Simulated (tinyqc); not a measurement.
Stretching all distances: RHF, UHF, MP2, CISD and CCSD against full CI in the 6-31g basis, for H4, spin multiplicity 1. Computed by the program tinyqc with PySCF. 

Geometry (angstrom):
```
atom,x,y,z
H,0.0000,0.0000,0.0000
H,0.0000,0.0000,0.8060
H,0.0000,0.0000,1.6470
H,0.0000,0.0000,2.4530
```

All coordinates are multiplied by the scale. c0^2 is the weight of the RHF determinant in the lowest singlet FCI state (UHF is spin-contaminated and may lie near states of higher spin) and n(LUMO) the first natural occupation beyond the occupied space.

Full CI energy (hartree) and errors against it (kcal/mol):
```
scale,distance 1-2 (angstrom),E(FCI),RHF,UHF,MP2,CISD,CCSD,<S^2> UHF,c0^2,n(LUMO)
0.8700,0.7012,-2.187057,32.0745,32.0745,8.4180,0.4479,0.1902,0.0000,0.9721,0.0353
1.2000,0.9672,-2.233504,39.2155,39.2155,12.9194,0.8484,0.1904,0.0000,0.9467,0.0747
1.5300,1.2332,-2.174034,51.0591,45.6096,20.5008,2.0621,0.1990,0.5328,0.8957,0.1465
1.8600,1.4992,-2.107883,69.3434,37.5941,32.2290,5.0971,0.1329,1.1244,0.8090,0.2593
2.1800,1.7571,-2.058855,93.3929,25.1715,47.4237,10.7604,-0.4407,1.5210,0.6943,0.3999
2.5100,2.0231,-2.026581,123.1588,14.0376,65.1602,19.2351,-2.4400,1.7665,0.5676,0.5504
2.8400,2.2890,-2.008937,154.7693,6.9731,81.5080,24.0475,-5.8334,1.8917,0.4594,0.6800
```

UHF parts from RHF first at scale 1.53 of those listed, where <S^2> leaves zero. The weight c0^2 goes from 0.97 to 0.46 and n(LUMO) from 0.04 to 0.68: static correlation grows as the bonds break into open-shell fragments. The spread of the error along the curve, which distorts its shape, is CCSD 6.0, CISD 23.6, UHF 38.6, MP2 73.1, RHF 122.7 kcal/mol. Below FCI somewhere: CCSD, as non-variational methods may be.
